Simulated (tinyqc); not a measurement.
Trading HF for NH4F at fixed fluoride: speciation in dilute and buffered hydrofluoric acid, oxide etch rate and bath loading. Computed by tinyqc, a small Python program. Command: `OMP_NUM_THREADS=1 python tinyqc.py 3121212 3121213 out.jsonl hfetch walk`. One thread of a shared host (Intel(R) Xeon(R) Processor @ 2.30GHz), about 0.01 s of CPU time with the checks.

Concentrations stand for activities, NH4+ and Cl- are spectators, and water ionisation is neglected. H, F and HF2 denote the ions H+, F- and HF2-. The base temperature is 298 K.

Inputs (values chosen for the exercise, of the order of those for thermal oxide at room temperature): HF added = 0.38 mol/L; NH4F added = 0 mol/L; K1 = [H][F]/[HF] = 0.000737 mol/L; K2 = [HF2]/([HF][F]) = 4.06 L/mol; K3 = [H2F2]/[HF]^2 = 2.47 L/mol; rate constant of neutral HF k_a = 16 nm L/(min mol); rate constant of HF2 k_b = 61 nm L/(min mol).

Method:
- Fluoride balance: [HF] + [F] + 2 [HF2] + 2 [H2F2] = HF added + NH4F added. Acid balance: [H] + [HF] + [HF2] + 2 [H2F2] = HF added + HCl added. For a trial [H], [HF] = [H][F]/K1, and the fluoride balance is a quadratic in [F].
- Rate = k_a ([HF] + 2 [H2F2]) + k_b [HF2], an empirical two-term form.
- Total fluoride is held at HF + NH4F added, without HCl; x is the share added as HF.

Against x:
```
x         pH  [F] (mol/L)  [HF] (mol/L)  [HF2] (mol/L)  rate (nm/min)
0.05  4.7891      0.35005       0.00772       0.010970         0.7974
0.15  4.2094      0.29372       0.02461       0.029342         2.2314
0.30  3.7496      0.21911       0.05292       0.047073         3.9394
0.40  3.5144      0.17607       0.07308       0.052238         4.7778
0.50  3.3009      0.13801       0.09367       0.052486         5.3939
0.60  3.0932      0.10438       0.11427       0.048425         5.8142
0.75  2.7581      0.06098       0.14444       0.035762         6.1413
0.90  2.2992      0.02531       0.17241       0.017715         6.1888
1.00  1.8088      0.00884       0.18631       0.006688         6.1325
```

[HF2] is largest at x = 0.5 and the rate at x = 0.9 among these rows; HF2 needs both HF and F. At its best the mixture etches 1.01 times as fast as HF alone.

Extremes, crossings and ranges named in words are read from the listed rows.
